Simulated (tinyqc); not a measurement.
Strain and the order of the valence edges: six-band k.p model of the valence band of a wurtzite crystal.

At k = 0: E1 = D1c + D2c + Te + Le (pure HH); E2, E3 = Le + u +/- sqrt(u^2 + 2 D3c^2), u = (D1c - D2c + Te)/2, D1c = Dcr, D2c = D3c = Dso/3. The weight of LH in state 2 is fL = (E2 - Le)^2/((E2 - Le)^2 + 2 D3c^2). Relative strengths of transitions to the conduction band: for E perpendicular to c (TE) 1/2, fL/2, (1 - fL)/2; for E along c (TM) 0, 1 - fL, fL, with one momentum element for both directions.

Strain of a c-plane layer: exx = eyy = e_par, ezz = -2 (C13/C33) e_par; Le = D1 ezz + D2 (exx + eyy), Te = D3 ezz + D4 (exx + eyy).

Conduction edge: Ec = (top of the unstrained valence band) + Eg + (a1 + D1) ezz + (a2 + D2)(exx + eyy).
Constants: kB = 8.617333262e-05 eV/K.

Inputs chosen for the exercise (of the order of those of hexagonal CdS; shifted at random, so the results belong to these values and not to a real crystal): Dcr = 0.0239 eV (crystal-field splitting); Dso = 0.0664 eV (spin-orbit splitting); Eg = 2.56 eV (direct gap at Gamma from the top of the unstrained valence band); a1 = -2.88 eV (gap potential along c); a2 = -4.55 eV (gap potential in the plane); D1 = -1.04 eV; D2 = 1.05 eV; D3 = 1.34 eV; D4 = -2.79 eV; C13 = 49 GPa; C33 = 96 GPa; T = 400 K (temperature).

Edges from the unstrained top. Degree of polarisation (TE - TM)/(TE + TM), each state weighted by exp(E/kT) alone (equal densities of states).

Results:
```
e_par (%)  E1 (meV)  E2 (meV)  E3 (meV)     fL  lowest transition (eV)  polarisation
-1.20          45.4      11.4     -94.2  0.903                  2.5505         0.856
-0.90          34.1       2.5     -87.2  0.858                  2.5529         0.783
-0.60          22.7      -5.2     -81.4  0.785                  2.5553         0.671
-0.30          11.4     -10.9     -77.5  0.670                  2.5576         0.509
0.00            0.0     -13.8     -76.5  0.514                  2.5600         0.294
0.30          -11.4     -13.4     -78.8  0.354                  2.5624         0.039
0.60          -22.7      -9.9     -84.1  0.231                  2.5519        -0.224
0.90          -34.1      -4.3     -91.6  0.152                  2.5374        -0.457
1.20          -45.4       2.5    -100.3  0.103                  2.5215        -0.639
```

E1 = E2 requires Dcr + Te = 0, which here falls at e_par = 0.34 %, inside the sweep: state 1 is on top for smaller e_par and state 2 beyond. The polarisation goes from +0.86 to -0.64 and changes sign between 0.30 and 0.60 %; the lowest transition moves by -12 meV per 1 % on average, not monotonically: it peaks at e_par = 0.30 % among these rows. The deformation potentials of this set are rough, and the small net slope can differ from measurement even in sign.

Program tinyqc; command `OMP_NUM_THREADS=1 python tinyqc.py 1081334 1081335 out.jsonl`; about 0.01 s on one thread of a shared Intel(R) Xeon(R) Processor @ 2.30GHz.
